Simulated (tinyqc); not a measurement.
# Gate-all-around wire, scale length and short-channel effects: a higher permittivity at fixed equivalent oxide thickness

A round wire of diameter ts in an insulator shell of thickness ti under a surrounding gate. Below threshold the potential that source and drain add obeys Laplace's equation and vanishes on the gate. Its lowest mode decays along the channel as exp(-k y); k is the smallest positive root of the matching condition at the interface, and the scale length is Lambda = pi/k.

k is the smallest positive root of f(k) = ei J0(u)[J1(u) Y0(v) - Y1(u) J0(v)] - eps_r J1(u)[J0(u) Y0(v) - Y0(u) J0(v)], u = k ts/2, v = u + k ti. Along the channel psi(y) = s + a exp(y/l) + b exp(-y/l) with psi(0) = Vbi, psi(L) = Vbi + Vds and l = 1/k = Lambda/pi; with A = Vbi - s, B = A + Vds, x = exp(-L/l): a = (B - A x) x/(1 - x^2), b = (A - B x)/(1 - x^2). The minimum is s + 2 sqrt(a b), at y = (l/2) ln(b/a). The long-channel potential follows the gate as s = sT + (Vg - VTL)/m, and the threshold VT is the gate voltage at which the minimum equals sT. Swing = m Vt ln 10/g at threshold, g = d(minimum)/ds = 1 - (b x + a)/((1 + x) sqrt(a b)). DIBL = [VT(0.05 V) - VT(Vds)]/(Vds - 0.05 V). sT and Vbi are held fixed; m = 1. The equivalent oxide thickness 3.9 ti/ei is held at 1.5 nm, so ti = 1.5 ei/3.9 nm.

Inputs (values chosen for the exercise); permittivities: semiconductor close to that of germanium, insulator close to that of silicon nitride:
```
symbol,value,unit,meaning
T,325,K,temperature
eps_r,16.2,,relative permittivity of the semiconductor
ts,5.3,nm,wire diameter
L,15,nm,channel length
Vbi,0.94,V,potential of the source
sT,0.52,V,potential of the barrier top at threshold
Vds,0.5,V,drain voltage
```

Constants: q = 1.602176634e-19 C, kB = 1.380649e-23 J/K, Vt = kB T/q. Results are converted to the units shown.

Result of one run:
```
ei  ti (nm)  Lambda (nm)  L/Lambda  DIBL (mV/V)  swing (mV/decade)
20   7.6923       13.241    1.1329       205.20             97.824
```

What becomes of these results when the relative permittivity of the insulator ei is changed from 20 to 7.5, all else the same?

Result of the changed run:
```
ei   ti (nm)  Lambda (nm)  L/Lambda  DIBL (mV/V)  swing (mV/decade)
7.5   2.8846       9.0685    1.6541       70.815             76.448
```

The whole series:
```
ei   ti (nm)  Lambda (nm)  L/Lambda  DIBL (mV/V)  swing (mV/decade)
3.9   1.5000       8.8829    1.6886       66.404             75.725
5     1.9231       8.8728    1.6906       66.168             75.686
7.5   2.8846       9.0685    1.6541       70.815             76.448
10    3.8462       9.5383    1.5726       82.598             78.369
15    5.7692       11.128    1.3480       128.89             85.809
20    7.6923       13.241    1.1329       205.20             97.824
25    9.6154       15.586   0.96238       308.82             113.87
```

As ei goes from 3.9 to 25, Lambda goes from 8.88 through a minimum of 8.87 (at ei = 5 among the rows listed) to 15.6 nm, DIBL goes from 66.4 through a minimum of 66.2 (at ei = 5 among the rows listed) to 309 mV/V and the swing rises from 75.7 to 114 mV a decade. For ei = 15 to 25 L is under 1.5 Lambda, where higher modes, left out of the one-mode potential, count.

Computed by the program tinyqc: `OMP_NUM_THREADS=1 python tinyqc.py 2420144 2420145 out.jsonl`, one thread of a shared Intel Xeon 2.30GHz, about 0.06 s for the whole run.
